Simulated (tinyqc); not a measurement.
Holstein polaron on two sites: one step, computed by the program tinyqc. Command: `OMP_NUM_THREADS=1 python tinyqc.py 3008849 3008850 out.jsonl holstein walk`. One thread of a shared host (Intel(R) Xeon(R) Processor @ 2.30GHz), about 0.01 s of CPU time with the checks.

One electron on sites 1 and 2: H = -t (c1+ c2 + c2+ c1) + hbar omega sum_i b_i+ b_i - g hbar omega sum_i n_i (b_i + b_i+). The symmetric phonon shifts the energy by -g^2 hbar omega/2 and drops out; with b = (b_1 - b_2)/sqrt(2) there remains H = -t sigma_x + hbar omega b+ b - (g hbar omega/sqrt(2)) sigma_z (b + b+). Parity splits it into blocks p = +1 and -1 over phonon numbers n. Zero-point energies are left out. Weights Z refer to mode b alone; the displaced symmetric mode multiplies the full zero-phonon weight by exp(-g^2/2).

Problem. The even block in a small basis. Block p: H_nn = n hbar omega - p t (-1)^n - g^2 hbar omega/2, H_(n,n+1) = -(g hbar omega/sqrt(2)) sqrt(n + 1). Take p = +1 and n = 0..N-1.

Inputs (values chosen for the exercise, for a model dimer): hopping t = 100 meV; phonon energy hbar omega = 130 meV; coupling g = 1.18; phonon levels kept N = 4.

Give: H, even block.

Solution.

H, even block (meV):
$$\begin{pmatrix}
-190.5 & -108.5 & 0.0 & 0.0 \\
-108.5 & 139.5 & -153.4 & 0.0 \\
0.0 & -153.4 & 69.5 & -187.9 \\
0.0 & 0.0 & -187.9 & 399.5
\end{pmatrix}$$
